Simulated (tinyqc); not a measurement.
# Worked calculation: undoped symmetric double-gate MOSFET, analytic potential model

Program tinyqc, `OMP_NUM_THREADS=1 python tinyqc.py 2440041 2440042 out.jsonl`; Intel Xeon 2.30GHz, shared host, one thread, about 0.01 s. Printed values are rounded.

An undoped body of thickness ts between two equal insulators and tied gates; long channel, electrons only, n = ni exp((psi - V)/Vt) with V the quasi-Fermi potential (0 at the source, Vd at the drain), constant mobility, no quantisation. Across the body psi(x) = V - 2 Vt ln[(ts/(2 beta)) sqrt(q ni/(2 eps0 eps_r Vt)) cos(2 beta x/ts)], x from the centre. Q is the electron charge per area of the whole body.

Values chosen for this exercise; material values close to those of In0.53Ga0.47As:
```
symbol,value,unit,meaning
T,250,K,temperature
Eg,0.74,eV,band gap
eps_r,13.9,,relative permittivity of the semiconductor
Nc,1.61e17,cm^-3,conduction-band density of states at T
Nv,5.83e18,cm^-3,valence-band density of states at T
eox,24.8,,relative permittivity of the gate insulator
tox,10,nm,insulator thickness
ts,15,nm,body thickness
dphi,-0.2,V,gate work function less that of the intrinsic body
mu,120,cm^2/(V s),channel mobility
L,0.5,um,gate length
Vg,0.1,V,gate voltage
Vd,0.1,V,drain voltage
```

Constants: q = 1.602176634e-19 C, kB = 1.380649e-23 J/K, Vt = kB T/q, eps0 = 8.8541878128e-14 F/cm where lengths are in cm. Results are converted to the units shown.

## Constants of the body

ni = sqrt(Nc Nv) exp(-Eg/(2 Vt)), Eg in volts; r = eps_r tox/(eox ts); V0 = dphi + 2 Vt ln[(2/ts) sqrt(2 eps0 eps_r Vt/(q ni))].

ni = 3.36803e10 cm^-3
r = 0.373656
V0 = 0.159257 V

## Iteration 1: beta at the source by Newton steps

beta at the start = 0.3

With V = 0: f = ln(beta) - ln(cos beta) + 2 r beta tan(beta) - (Vg - V0)/(2 Vt); f' = 1/beta + tan(beta) + 2 r [tan(beta) + beta/cos^2(beta)]; beta(new) = beta - f/f'.

f = 0.286363
f' = 4.11949
beta after iteration 1 = 0.230486

## Iteration 2: beta at the source by Newton steps

As before.

f = -0.0250546
f' = 4.93041
beta after iteration 2 = 0.235567

## Course of the iteration: beta at the source by Newton steps

Stop when beta changes by less than 1e-11, or after 40 iterations. beta must stay between 0 and pi/2.

Course of the iteration:

| iteration | beta | \|change\| |
|---|---|---|
| 1 | 0.230486 | 0.0695 |
| 2 | 0.235567 | 5.08e-3 |
| 3 | 0.235610 | 4.21e-5 |
| 4 | 0.235610 | 2.80e-9 |
| 5 | 0.235610 | 0 |

Converged in 5 iterations. At the end the number of correct digits about doubles with each step.

## Charges and drain current

beta_s = 0.235610
beta_d = 0.0247987

beta (between 0 and pi/2) solves (Vg - V0 - V)/(2 Vt) = ln(beta) - ln(cos beta) + 2 r beta tan(beta). Q = 8 eps0 eps_r Vt beta tan(beta)/ts; I = mu (1/L)(4 eps0 eps_r/ts)(2 Vt)^2 [g(beta_s) - g(beta_d)] per width, g = beta tan(beta) - beta^2/2 + r beta^2 tan^2(beta), with beta_s at V = 0 and beta_d at V = Vd.

Qs = 7.99840 nC/cm^2
Qd = 0.0869806 nC/cm^2
g(beta_s) = 0.0300019
g(beta_d) = 3.07755e-4
I = 0.0434210 uA/um

The term r beta^2 tan^2(beta), which gives the square law, makes up 3.98 % of g at the source.

## Potential and electron density across the body at the source

| point | x/ts |
|---|---|
| 0 | 0 |
| 1 | 0.1 |
| 2 | 0.2 |
| 3 | 0.3 |
| 4 | 0.4 |
| 5 | 0.45 |
| 6 | 0.5 |

psi(x) as above with V = 0 and beta = beta_s; n = ni exp(psi/Vt).

| point | psi (V) | n (cm^-3) |
|---|---|---|
| 0 | 0.296972 | 3.26632e16 |
| 1 | 0.297019 | 3.27359e16 |
| 2 | 0.297163 | 3.29551e16 |
| 3 | 0.297404 | 3.33248e16 |
| 4 | 0.297742 | 3.38517e16 |
| 5 | 0.297948 | 3.41771e16 |
| 6 | 0.298179 | 3.45457e16 |

The density at the surface is 1.06 times that at the centre (1/cos^2 beta).
